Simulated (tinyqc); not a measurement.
Worked calculation: FCI on RHF in the sto-3g basis, for H3+, spin multiplicity 1. Computed by tinyqc, a small Python program that keeps every step (integrals from PySCF). Settings: charge = 1, multiplicity = 1, basis = sto-3g, method = RHF, energy threshold = 1e-10, iteration cap = 63, orthogonalisation = symmetric, start = core, DIIS depth = 6, ci = FCI. Command: `OMP_NUM_THREADS=1 python tinyqc.py 26417 26418 out.jsonl` (the two numbers bound the seeds that draw the settings). One thread of a shared host (Intel(R) Xeon(R) Processor @ 2.60GHz), about 0.08 s of CPU time with the checks. The early iterations of the SCF are left out here.

## One-electron integrals

Geometry (angstrom):
```
atom         x         y         z
H     0.000000  0.000000  0.000000
H     0.000000  0.000000  0.755000
H     0.000000  0.654000  0.377000
```

Basis sto-3g: exponents (1/bohr^2) and contraction coefficients of normalised primitives:
```
element  l (shell)  exponent  coefficient
H            s (1)  3.425251     0.154329
H            s (1)  0.623914     0.535328
H            s (1)  0.168855     0.444635
```

Overlap, kinetic and nuclear-attraction integrals over the contracted functions; the nuclear repulsion is the sum of Za Zb / Rab.

nuclear repulsion = 2.10244835 hartree

overlap S:
```
          1H 1s     2H 1s     3H 1s
1H 1s  1.000000  0.650068  0.650145
2H 1s  0.650068  1.000000  0.649819
3H 1s  0.650145  0.649819  1.000000
```

kinetic energy T (hartree):
```
          1H 1s     2H 1s     3H 1s
1H 1s  0.760032  0.228111  0.228180
2H 1s  0.228111  0.760032  0.227889
3H 1s  0.228180  0.227889  0.760032
```

nuclear attraction V (hartree):
```
           1H 1s      2H 1s      3H 1s
1H 1s  -2.516160  -1.611495  -1.611722
2H 1s  -1.611495  -2.515842  -1.610773
3H 1s  -1.611722  -1.610773  -2.515918
```

core Hamiltonian H = T + V (hartree):
```
           1H 1s      2H 1s      3H 1s
1H 1s  -1.756128  -1.383385  -1.383541
2H 1s  -1.383385  -1.755810  -1.382884
3H 1s  -1.383541  -1.382884  -1.755886
```

## Two-electron integrals

Functions are numbered as in S; the eight-fold symmetry (ij|kl) = (ji|kl) = (kl|ij) leaves the list below.

Two-electron integrals (ij|kl) in chemists' order, unique and non-zero (hartree):
```
(11|11) 0.774606   (21|11) 0.436072   (21|21) 0.287751   (22|11) 0.564366
(22|21) 0.436072   (22|22) 0.774606   (31|11) 0.436140   (31|21) 0.268428
(31|22) 0.376610   (31|31) 0.287828   (32|11) 0.376498   (32|21) 0.268301
(32|22) 0.435857   (32|31) 0.268331   (32|32) 0.287504   (33|11) 0.564411
(33|21) 0.376584   (33|22) 0.564224   (33|31) 0.436140   (33|32) 0.435857
(33|33) 0.774606
```

## Orthogonalisation

S = U s U^T; symmetric (Loewdin) form X = U s^(-1/2) U^T, so that X^T S X = 1.

eigenvalues of S: 0.349793  0.350186  2.300021

X:
```
           1H 1s      2H 1s      3H 1s
1H 1s   1.346923  -0.343754  -0.343893
2H 1s  -0.343754   1.346513  -0.343310
3H 1s  -0.343893  -0.343310   1.346610
```

## Iteration 4 (converged): orbitals

converged F (hartree):
```
           1H 1s      2H 1s      3H 1s
1H 1s  -1.006850  -1.019196  -1.019282
2H 1s  -1.019196  -1.006501  -1.018924
3H 1s  -1.019282  -1.018924  -1.006584
```

Diagonalise F' = X^T F X, C = X C', fill 1 alpha and 1 beta electrons from the bottom; D = 2 C_occ C_occ^T. Each column has its largest component positive (the first on a tie).

F' = X^T F X (hartree):
```
           1          2          3
1  -0.417455  -0.453273  -0.453397
2  -0.453273  -0.417529  -0.452877
3  -0.453397  -0.452877  -0.417511
```

orbital energies (hartree): MO1 -1.323863, MO2 0.035348, MO3 0.036020

coefficients C:
```
            MO1        MO2        MO3
1H 1s  0.380821  -0.158493   1.371308
2H 1s  0.380601   1.266293  -0.548425
3H 1s  0.380653  -1.107703  -0.823154
```

D after iteration 4:
```
          1H 1s     2H 1s     3H 1s
1H 1s  0.290050  0.289882  0.289922
2H 1s  0.289882  0.289714  0.289754
3H 1s  0.289922  0.289754  0.289794
```

## Convergence

Stop when the energy changes by less than 1e-10 hartree and every element of the error matrix X^T (F D S - S D F) X is below 3e-06.

Course of the cycle:
```
iteration  E (hartree)     change  largest element of the error matrix
1          -1.18769297          -                             1.45e-04
2          -1.18769298  -1.44e-08                             2.02e-05
3          -1.18769298  -2.86e-10                             1.45e-10
4          -1.18769298   8.88e-16                             1.22e-11
```

PySCF RHF in the same basis = -1.18769298 hartree

Converged in 4 iterations.

## Integrals over molecular orbitals

(pq|rs) = sum C_ip C_jq C_kr C_ls (ij|kl), one index at a time.

one-electron integrals over orbitals h = C^T H C (hartree):
```
           1          2          3
1  -1.966278   0.000024  -0.000067
2   0.000024  -1.065068   0.000000
3  -0.000067   0.000000  -1.064548
```

Two-electron integrals over orbitals (pq|rs), unique and non-zero (hartree):
```
(11|11) 0.642415    (21|11) -0.000024   (21|21) 0.144323    (22|11) 0.622369
(22|21) 0.028498    (22|22) 0.694837    (31|11) 0.000067    (31|22) -0.079152
(31|31) 0.144322    (32|11) 7.21e-09    (32|21) -0.079213   (32|22) -0.000020
(32|31) -0.028493   (32|32) 0.067787    (33|11) 0.622445    (33|21) -0.028515
(33|22) 0.559385    (33|31) 0.079199    (33|32) 0.000020    (33|33) 0.694884
```

## FCI: determinants and Hamiltonian

Hartree-Fock energy = -1.18769298 hartree

Slater-Condon rules over spin orbitals, with the nuclear repulsion added and E(HF) subtracted on the diagonal.

Occupation strings over the orbitals (2 doubly, a alpha, b beta, 0 empty; spin orbitals ordered 1a 1b 2a 2b ...): 200 ab0 a0b ba0 b0a 020 0ab 0ba 002

H - E(HF) between determinants (hartree):
```
          200        ab0        a0b        ba0        b0a        020        0ab        0ba
200  0.000000   0.000000   0.000000   0.000000   0.000000   0.144323   0.000000   0.000000
ab0  0.000000   0.881165   0.000000  -0.144323   0.000000   0.028523  -0.079213   0.079219
a0b  0.000000   0.000000   0.881760   0.000000  -0.144322  -0.079213  -0.028491   0.028493
ba0  0.000000  -0.144323   0.000000   0.881165   0.000000  -0.028523   0.079219  -0.079213
b0a  0.000000   0.000000  -0.144322   0.000000   0.881760   0.079213   0.028493  -0.028491
020  0.144323   0.028523  -0.079213  -0.028523   0.079213   1.854843  -0.000020   0.000020
0ab  0.000000  -0.079213  -0.028491   0.079219   0.028493  -0.000020   1.719910  -0.067787
0ba  0.000000   0.079219   0.028493  -0.079213  -0.028491   0.000020  -0.067787   1.719910
002  0.144322  -0.028493   0.079132   0.028493  -0.079132   0.067787   0.000020  -0.000020

           002
200   0.144322
ab0  -0.028493
a0b   0.079132
ba0   0.028493
b0a  -0.079132
020   0.067787
0ab   0.000020
0ba  -0.000020
002   1.855929
```

## FCI: roots

Diagonalise (each vector has its largest component positive (the first on a tie)); all determinants have Ms = 0, so triplets appear too. The lowest singlet root is the correlation energy.

lowest roots of this matrix, relative to E(HF) (hartree): -0.021422  0.736842  0.737438  0.989949  0.990549  1.652123  1.823115  1.823250

lowest vectors:
```
        root 1     root 2     root 3     root 4
200   0.994537   0.000000   0.000000  -0.000014
ab0   0.000003   0.707107  -0.000009   0.691864
a0b  -0.000009   0.000009   0.707107  -0.000019
ba0  -0.000003   0.707107  -0.000009  -0.691864
b0a   0.000009   0.000009   0.707107   0.000019
020  -0.073835   0.000000   0.000000  -0.049499
0ab   0.000000  -0.000004  -0.000002   0.137400
0ba   0.000000  -0.000004  -0.000002  -0.137400
002  -0.073788   0.000000   0.000000   0.049402
```

<S^2> of these roots: 0.000000  2.000000  2.000000  0.000000  0.000000  2.000000  0.000000  0.000000

weight of the ground state by excitation level 0, 1, 2, ...: 0.989104  0.000000  0.010896
